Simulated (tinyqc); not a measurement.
Pinning factor and neutrality level from two metals.

Inverse problem. On an oxide a metal of vacuum work function pM shows the effective value Phi + S (pM - Phi), with S = 1/(1 + 0.1 (eps_inf - 1)^2). Find S, Phi and eps_inf.

effective work functions for metals of 4.16 and 5.43 eV (eV): 4.4214334  5.0649797

Answer. The slope is S, and the point where both work functions agree is Phi.

S = 0.5067
Phi = 4.690 eV
eps_inf = 4.120

tinyqc, about 0.01 s, one thread, Intel Xeon 2.30GHz (shared host): `OMP_NUM_THREADS=1 python tinyqc.py 2410021 2410022 out.jsonl`
